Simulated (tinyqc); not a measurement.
Finite line against the semi-infinite law: electromigration in a confined line: Blech product, Korhonen stress evolution and Black's law. Computed by tinyqc, a small Python program. Command: `OMP_NUM_THREADS=1 python tinyqc.py 3000928 3000929 out.jsonl emigr walk`. One thread of a shared host (Intel(R) Xeon(R) Processor @ 2.30GHz), about 0.02 s of CPU time with the checks.

The electron wind pushes atoms from the cathode (x = 0) to the anode (x = L); blocking ends build a back stress (tension positive). The input rho is taken not to change with temperature. d sigma/dt = d/dx [kappa (d sigma/dx + G)], with zero flux at both ends and sigma = sigma_0 at t = 0.

Inputs (values chosen for the exercise, close to those used for copper lines): resistivity rho = 2.48 micro-ohm cm; atomic volume Omega = 11.8 angstrom^3; effective charge number Z* = 1.4; prefactor D0 = 3.6e-08 m^2/s; activation energy E = 0.9 eV; effective modulus B = 24 GPa; critical stress sigma_c = 110 MPa; initial stress sigma_0 = 20 MPa; current density j = 1.1 MA/cm^2; line length L = 64 um; test temperature T = 210 C.

Start: thermal stress.

Constants: e = 1.602176634e-19 C; k_B = 8.617333262e-05 eV/K; k_B = 1.380649e-23 J/K.

Method:
- G = Z* e rho j/Omega; D = D0 exp(-E/(k_B T)); kappa = D B Omega/(k_B T); drift velocity of an unconfined line v = D Z* e rho j/(k_B T). SI: 1 micro-ohm cm = 1e-8 ohm m, 1 MA/cm^2 = 1e10 A/m^2.
- Temperatures in kelvin are T(C) + 273.15.
- At steady state sigma(x) = sigma_0 + G (L/2 - x). A void forms only if the cathode stress reaches sigma_c, that is if j L exceeds (j L)_c = 2 Omega (sigma_c - sigma_0)/(Z* e rho). Time scale tau = L^2/kappa.
- sigma(x, t) = sigma_0 + G L [1/2 - x/L - 4 sum_(m odd) cos(m pi x/L) exp(-m^2 pi^2 s)/(m pi)^2], s = t/tau, summed to m = 399.
- Semi-infinite line: sigma(0, t) = sigma_0 + 2 G L sqrt(s/pi). One-term form: keep m = 1 alone.

tau = 1818.87 h

stress gradient G = 5.18562 MPa/um

Cathode stress (MPa):
```
s           t (h)  full series  semi-infinite  one term
0.002  3.6377e+00        36.75          36.75     54.06
0.005  9.0944e+00        46.48          46.48     57.91
0.01   1.8189e+01        57.45          57.45     64.08
0.02   3.6377e+01        72.96          72.96     75.53
0.05   9.0944e+01       103.65         103.74    103.82
0.1    1.8189e+02       135.81         138.42    135.81
0.2    3.6377e+02       167.26         187.48    167.26
0.4    7.2755e+02       183.34         256.85    183.34
0.8    1.4551e+03       185.89         354.95    185.89
```

What follows from these numbers?

Among these rows the semi-infinite law holds to 1 % up to s = 0.05 and the one-term form from s = 0.05 on: the far end is felt once sqrt(kappa t) is no longer small against L, and by then the terms with m > 1 have nearly died out. The critical stress 110 MPa is passed between s = 0.05 and 0.1. Caution: rows beyond sigma_c are formal, since a void ends the model there.
